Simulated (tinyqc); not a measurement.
# Electron mobility of a polar semiconductor by Rode's iterative solution of the Boltzmann equation, step by step

A worked calculation. Computed by tinyqc, a small Python program that keeps every step. Command: `OMP_NUM_THREADS=1 python tinyqc.py 3013935 3013936 out.jsonl rode walk`. One thread of a shared host (Intel(R) Xeon(R) Processor @ 2.30GHz), about 0.01 s of CPU time with the checks. Intermediate numbers are printed to about 6 digits and carried at full precision; extremes and crossings named in words are read from the listed rows.

The distribution is f(E) + e F l(E) (-df/dE) cos(theta) for a weak field F, theta counted from the force; l(E) is a mean free path. Elastic processes enter by their momentum rate, polar optical phonons by out- and in-scattering terms. One valley only: where upper valleys lie close, measured mobilities are lower. The density n is prescribed, even where a narrow-gap material would have more intrinsic carriers.

Inputs (values chosen for the exercise, modelled on CdS): effective mass m = 0.196 m_0; non-parabolicity alpha = 0.31 1/eV; static permittivity eps_s = 8.7; high-frequency permittivity eps_inf = 5.3; density rho = 4820 kg/m^3; sound velocity v_l = 4350 m/s; acoustic deformation potential D_A = 7.4 eV; optical phonon energy hbar w = 37.4 meV; electron density n = 4e+17 1/cm^3; compensation ratio C = 0; temperature T = 300 K; grid points per phonon energy s = 10; iteration cap = 200.

Band: Kane. Elastic processes: acoustic, impurity.

Constants: k_B = 8.617333262e-05 eV/K; m_0 = 9.1093837015e-31 kg; e = 1.602176634e-19 C; hbar = 1.054571817e-34 J s; eps_0 = 8.8541878128e-12 F/m; k_B = 1.380649e-23 J/K; hbar = 6.582119569e-16 eV s.

## Fermi level and screening

Kane band: hbar^2 k^2/(2 m) = E (1 + alpha E), speed v = hbar k/(m (1 + 2 alpha E)), states per spin, volume and energy g(E) = m k (1 + 2 alpha E)/(2 pi^2 hbar^2); overlap factors are set to 1. Masses are multiplied by m_0 and all formulas are in SI units. The reduced Fermi level eta = E_F/(k_B T) solves n = 2 Z int g f dE with f = 1/(1 + exp(x - eta)) (Z = 1 unless valleys are given); screening length L_s = sqrt(eps_s eps_0 k_B T/(e^2 dn/deta)), dn/deta = 2 Z int g f (1 - f) dE. Integrals over x = E/(k_B T) use 160 Gauss-Legendre points in u = sqrt(x) from 0 to sqrt(max(eta, 0) + 32). N_I = n (1 + C)/(1 - C).

reduced Fermi level eta = -1.66238

screening length L_s = 5.74374 nm

ionised impurity density N_I = 4.00e+17 1/cm^3

## Rates on one ladder of the grid

Phonon occupation N_q = 1/(exp(hbar w/(k_B T)) - 1). Acoustic deformation potential (elastic, equipartition, absorption and emission together): 1/tau = 2 pi k_B T D_A^2 g(E)/(hbar rho v_l^2). Singly charged impurities, momentum relaxation: 1/tau = N_I e^4 m (1 + 2 alpha E) Phi/(8 pi (eps_s eps_0)^2 hbar^3 k^3), with alpha = 0 for a parabolic band. Brooks-Herring: Phi = ln(1 + b) - b/(1 + b), b = 4 k^2 L_s^2. Polar optical, unscreened: W = e^2 w (1/eps_inf - 1/eps_s) m (1 + 2 alpha E') ln|(k + k')/(k - k')| / (4 pi eps_0 hbar^2 k), times N_q for absorption (E' = E + hbar w) and N_q + 1 for emission (E' = E - hbar w > 0), with alpha = 0 for a parabolic band; mean cosine of the angle <cos> = (k^2 + k'^2)/(2 k k') - 1/ln|(k + k')/(k - k')|. Energy grid E_j = (j + 1/2) hbar w/s, j = 0, 1, ..., up to (max(eta, 0) + 18) k_B T, so that E_j +/- hbar w are grid points; l = 0 beyond the grid; integrals are sums times the spacing. With f' = f(E'): out-scattering S_o = sum over absorption and emission of W (1 - f')/(1 - f); nu = sum of elastic rates; the in-scattering weights are c+ = W_abs <cos> (1 - f')/(1 - f) for E' = E + hbar w and c- likewise for emission.

Points j = s/2, s/2 + s, ... (the first seven rungs, or as many as the grid holds), rates in 1e12/s:
```
E (meV)  v (m/s)       nu      S_o       c+       c-
20.57     190323  14.9633  21.9813   8.9311   0.0000
57.97     314146   6.3305  67.0213  10.5711  19.4035
95.37     396352   4.8918  78.1798  10.9323  33.0384
132.77    460205   4.5534  79.6716  11.0337  38.0349
170.17    512910   4.5663  79.1521  11.0416  40.2506
207.57    557886   4.7307  78.1722  11.0109  41.3635
244.97    597091   4.9732  77.1382  10.9650  41.9679
```

Points one phonon energy apart are coupled only to each other, so the grid falls into s independent ladders.

## The first two iterations on one ladder of the grid

Iteration: l_new(E) = [v(E) + c+ l(E + hbar w) + c- l(E - hbar w)]/(nu + S_o), from l = 0.

l after iteration 1 (nm): [5.15158, 4.28273, 4.77121, 5.46400, 6.12662, 6.72939, 7.27172]

l after iteration 2 (all rungs but the last shown) (nm): [6.1869, 6.3331, 7.1936, 8.4212, 9.6412, 10.7520]

In-scattering lengthens l on the lowest rung by 20.1 % and on the second by 47.9 % in this step.

## The whole iteration

mu = e sum g v l f (1 - f) / (3 k_B T sum g f) over the grid; stop when mu changes by less than 1e-8 of itself.

Course of the iteration:
```
iteration  mu (cm^2/(V s))  relative change
1                  150.408      1.00000e+00
2                  202.569      2.57498e-01
3                  225.690      1.02446e-01
4                  235.029      3.97377e-02
5                  239.334      1.79863e-02
6                  241.162      7.58196e-03
7                  242.024      3.55952e-03
...                    ...              ...
19                 242.734      4.35015e-07
20                 242.734      2.05957e-07
21                 242.735      1.03189e-07
22                 242.735      4.92163e-08
23                 242.735      2.47656e-08
24                 242.735      1.18893e-08
25                 242.735      6.00539e-09
```

mobility mu = 242.735 cm^2/(V s)

iterations = 25

Converged in 25 iterations; mu rises at every step, from 150.4 to 242.7, since each step returns more of the forward-scattered current.

## Approximations against the iterative solution

Self-energy RTA: l = v/(nu + S_o), the first iteration. Momentum RTA: l = v/(nu + S_o - c+ v(E + hbar w)/v - c- v(E - hbar w)/v), listed only where the denominator is positive on the whole grid. The polar-only value solves the same system with nu = 0; the elastic value takes l = v/nu.

Mobilities:
```
method                              mu (cm^2/(V s))  deviation (%)
iterative solution                           242.73          0.000
self-energy RTA                              150.41        -38.036
momentum RTA                                 257.55          6.104
polar phonons alone, exact                   354.05         45.860
elastic processes alone                     1293.63        432.939
Matthiessen's rule on the last two           277.97         14.518
```

self-energy RTA mobility = 150.408 cm^2/(V s)

polar-phonon mobility = 354.054 cm^2/(V s)

elastic mobility = 1293.63 cm^2/(V s)

error of the self-energy RTA = -38.0361 %

The self-energy RTA is 38.0 % low: it counts every polar event as a full loss of current, though forward events keep part of it. Here hbar w/k_B T = 1.45. Matthiessen's rule is 14.5 % high. The momentum RTA deviates by +6.1 %.

Checks made by the program: iterated mobility against a direct solution of the banded linear system (relative difference 6e-09).
